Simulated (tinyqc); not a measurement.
From results back to parameters: effective mass of the light-hole band from tabulated energies. Two cases, with inputs chosen for the exercise.

Problem. A band follows E (1 + alpha E) = c k^2/m, c = hbar^2/2m0. Its energies at two wave vectors are given.

Constants: hbar^2/2m0 = 3.80998211 eV angstrom^2.

Case 1.

Values chosen (out of a larger set: band of an eight-band Kane model near Ge; not measured data): k12 = (0.0111, 0.0296) 1/angstrom (two wave vectors).

energies (meV): 11.08008  68.11317

Case 2.

Values chosen (out of a larger set: band of an eight-band Kane model near CdTe; not measured data): k12 = (0.0285, 0.076) 1/angstrom (two wave vectors).

energies (meV): 27.54249  170.40173

Find: y = c k^2/E; m; alpha.
Solution. y = m + m alpha E is a straight line through the two points.

Case 1.

y = c k^2/E (m0): 0.04237  0.04901
m = 0.0411 m0
alpha = 2.84 1/eV

Case 2.

y = c k^2/E (m0): 0.11236  0.12914
m = 0.1091 m0
alpha = 1.08 1/eV

Computed by tinyqc, one run a case: `OMP_NUM_THREADS=1 python tinyqc.py N N+1 out.jsonl` with N = 1880734, 1880759; one thread of a shared Intel(R) Xeon(R) Processor @ 2.30GHz, about 0.01 s a run at most.
